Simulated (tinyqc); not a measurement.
Trap density from the barrier height.

Question. In a partly depleted grain with all boundary traps filled, 2 N W = Qt and VB = q N W^2/(2 eps0 eps_r). Find Qt, W and the doping at which VB would equal Vt.

Inputs (values chosen for the exercise): temperature T = 300 K; relative permittivity eps_r = 11.7.

Constants: q = 1.602176634e-19 C, kB = 1.380649e-23 J/K, Vt = kB T/q, eps0 = 8.8541878128e-14 F/cm where lengths are in cm. Results are converted to the units shown.

doping = 9.4e17 cm^-3
barrier height = 0.12853991 V

Answer. Eliminating W gives VB = q Qt^2/(8 eps0 eps_r N), which falls as 1/N.

Qt = 2.50e12 cm^-2
W = 13.3 nm
doping for VB = Vt = 4.67e18 cm^-3

Computed by the program tinyqc: `OMP_NUM_THREADS=1 python tinyqc.py 2830099 2830100 out.jsonl`, one thread of a shared Intel Xeon 2.30GHz, about 0.01 s for the whole run.
